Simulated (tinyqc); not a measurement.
# Worked calculation: space-charge-limited current with shallow traps

tinyqc, about 0.01 s, one thread, Intel Xeon 2.30GHz (shared host): `OMP_NUM_THREADS=1 python tinyqc.py 2370004 2370005 out.jsonl` Printed values are rounded.

One carrier type, drift only, an injecting contact at x = 0 (zero field) and thickness L. The share th = y/(1 + y), y = (Nc/Nt) exp(-Et/kB T), of the injected charge is free: J = q mu n F, eps0 eps_r dF/dx = q (n - n0)/th.

Inputs (values chosen for the exercise):
```
symbol   value        unit                              meaning
T          250           K                          temperature
eps_r       23                            relative permittivity
mu          17  cm^2/(V s)                             mobility
L          960          nm                            thickness
Nc      4.4e20       cm^-3               band density of states
Nt      7.4e16       cm^-3                         trap density
Et        0.34          eV                           trap depth
n0      3.6e11       cm^-3  free carrier density in equilibrium
V          3.5           V                              voltage
```

Constants: q = 1.602176634e-19 C, kB = 1.380649e-23 J/K, Vt = kB T/q, eps0 = 8.8541878128e-14 F/cm where lengths are in cm. Results are converted to the units shown.

Range of the model: Diffusion and a field-dependent mobility are left out. With injecting contacts the diffusion current, about 4 pi^2 Vt th eps0 eps_r mu V/L^3, equals the Mott-Gurney current at V = 35 kB T/q (0.9 V at 300 K), so the drift-only result needs V well above that.

## Limits and characteristic voltages

Ohmic J = q n0 mu V/L; Mott-Gurney J = (9/8) th eps0 eps_r mu V^2/L^3; they cross at Vx = 8 q n0 L^2/(9 th eps0 eps_r); traps fill at V_TFL = q Nt L^2/(2 eps0 eps_r).

th = 8.31307e-4
ohmic J = 0.0357486 A/cm^2
Mott-Gurney J = 0.448293 A/cm^2
Vx = 0.279103 V
V_TFL = 26.8274 V

## The exact current

Exact: with u = n0/n(L), w = -u - ln(1 - u) and v = -u - u^2/2 - ln(1 - u), V = (q n0 L^2/(th eps0 eps_r)) v/w^2 and J = q^2 n0^2 mu L/(th eps0 eps_r w). v/w^2 falls steadily with u, so u follows by bisection.

v/w^2 = 11.1468
u = 0.111715
w = 0.00674762
J = 0.475289 A/cm^2
exit field over V/L = 1.48528

J is 1.8 % below the plain sum of the two limits; the exit field lies between the ohmic 1 and the Mott-Gurney 1.5.
